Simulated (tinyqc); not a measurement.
## Zener tunnelling in a reverse-biased junction, two-band WKB: effect of temperature

Abrupt p-n junction, depletion approximation. Energies E are counted from the conduction-band edge of the neutral n side; its Fermi level lies at dn, that of the p side at dn - V, and the valence-band edge of the neutral p side at Em = dn + dp - V. Tunnelling needs 0 < E < Em. Two-band dispersion with equal masses m: inside the gap kappa = sqrt(m u (1 - u/Eg)/C), u the distance from a band edge, C = hbar^2/(2 m0).

Nc and Nv are given at 300 K and scale as (T/300 K)^1.5; Eg, m and eps_r are held. Nd = Nc F12(dn/Vt), Na = Nv F12(dp/Vt), F12(x) = (2/sqrt(pi)) int_0^infinity sqrt(u)/(1 + exp(u - x)) du; dn = EF - Ec on the n side, dp = Ev - EF on the p side (negative outside the bands); Vbi = Eg + dn + dp. W = sqrt(2 eps0 eps_r (Vbi - V)(1/Na + 1/Nd)/q), mean field F = (Vbi - V)/W, peak field 2 F. In a uniform field F the exponent is S = pi sqrt(m/C) Eg^1.5/(4 F). Transverse energy Et = C kt^2/m raises it to S (1 + 4 Et/Eg), so T = exp(-S) exp(-Et/Eb) with Eb = Eg/(4 S). KJ = (2 q^2/h) m/(4 pi C) (times 1e14 for A/cm^2 per eV^2). J = KJ exp(-S) Eb times the integral from 0 to Em of [f(E - dn) - f(E - dn + V)] [1 - exp(-min(E, Em - E)/Eb)] dE, f(x) = 1/(1 + exp(x/Vt)), with S and Eb from the mean field; J > 0 flows from p to n.

Parameters, values chosen for the exercise; band and dielectric values close to those of indium arsenide:
```
symbol,value,unit,meaning
Eg,0.346,eV,band gap
eps_r,15.4,,relative permittivity
Nc,8.59e16,cm^-3,conduction-band density of states at 300 K
Nv,6.54e18,cm^-3,valence-band density of states at 300 K
m,0.024,m0,band-edge mass of the two-band model
Na,4.9e18,cm^-3,acceptor density
Nd,1e18,cm^-3,donor density
V,-1.5,V,bias of the p side
```

Constants: q = 1.602176634e-19 C, kB = 1.380649e-23 J/K, hbar = 1.054571817e-34 J s, h = 6.62607015e-34 J s, m0 = 9.1093837015e-31 kg, Vt = kB T/q, eps0 = 8.8541878128e-14 F/cm where lengths are in cm, hbar^2/(2 m0) = 0.0380998212 eV nm^2. Results are converted to the units shown.

Effect of temperature:
```
T (K)  Vbi (V)  mean field (MV/cm)      S  J (A/cm^2)
50      0.5316              0.3148  4.029    -2.213e5
100     0.5292              0.3147  4.032    -2.203e5
150     0.5248              0.3143  4.036    -2.186e5
200     0.5187              0.3138  4.042    -2.162e5
300     0.5023              0.3126  4.059    -2.097e5
400     0.4810              0.3109  4.081    -2.015e5
```

Vbi falls from 0.532 to 0.481 V, S rises from 4.03 to 4.08, and |J| falls from 2.21e5 to 2.02e5 A/cm^2, a spread of a factor 1.10. That is small against a thermally activated current. The shrinking of the gap with temperature, left out here, would raise J.

Range of the model: Parabolic densities of states, no band tails and no gap narrowing, all of which matter at such doping.

tinyqc, about 0.02 s, one thread, Intel Xeon 2.30GHz (shared host): `OMP_NUM_THREADS=1 python tinyqc.py 2620146 2620147 out.jsonl`
